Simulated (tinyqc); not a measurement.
Resistance of a source-drain extension with a graded tip: one step of the calculation.

y runs along the channel, the gate covers y > 0. The doping is N0 for y < y0 and N0 10^(-(y - y0)/la) beyond, uniform over the depth xj. Sheet conductance s(y) = q mu(N) max(N - Nch, 0) xj + (for y > 0) ma Cox Vo, with mu(N) = u0 + (u1 - u0)/(1 + (N/Nr)^au) and Cox = eps0 eox/tox. Current is taken as one-dimensional; depletion of the tip, spreading and the contact are left out. The metallurgical junction lies at yj, where N = Nch.

Task. Sheet resistances and junction position. yj = y0 + la log10(N0/Nch); sheet resistance of the full extension 1/[q mu(N0)(N0 - Nch) xj] and of the gate-induced layer 1/(ma Cox Vo); metallurgical length Lg - 2 yj; ye is where the doped and the gate-induced conductances are equal.

Values chosen for this exercise; mobility law close to that of electrons in silicon:
```
symbol   value        unit                                                                 meaning
eox       7.44              relative permittivity of the gate insulator (close to silicon nitride)
tox        6.5          nm                                                     insulator thickness
N0      1.5e20       cm^-3                        active doping of the extension far from the gate
la         1.6   nm/decade                                                      lateral abruptness
y0         1.4          nm          position under the gate where the fall begins (gate edge at 0)
xj          28          nm                                                  depth of the extension
Nch     9.3e17       cm^-3                                                          channel doping
Vo        0.84           V                                                          gate overdrive
ma         160  cm^2/(V s)                                      mobility of the gate-induced layer
u1        1414  cm^2/(V s)                                                  mobility at low doping
u0        68.5  cm^2/(V s)                                                 mobility at high doping
Nr      9.2e16       cm^-3                                                        reference doping
au       0.711                                                                            exponent
Lg          50          nm                                                             gate length
```

Constants: q = 1.602176634e-19 C, eps0 = 8.8541878128e-14 F/cm where lengths are in cm. Results are converted to the units shown.

Wanted: yj; sheet resistance of the extension; sheet resistance of the induced layer; metallurgical length; ye; N at ye.

Result.

yj = 4.932 nm
sheet resistance of the extension = 198.2 ohm/square
sheet resistance of the induced layer = 7342 ohm/square
metallurgical length = 40.14 nm
ye = 4.221 nm
N at ye = 2.586e18 cm^-3

The gate takes over 0.711 nm before the junction, where N is still 2.78 times the channel doping.

Computed by the program tinyqc: `OMP_NUM_THREADS=1 python tinyqc.py 2282181 2282182 out.jsonl`, one thread of a shared Intel Xeon 2.30GHz, about 0.04 s for the whole run.
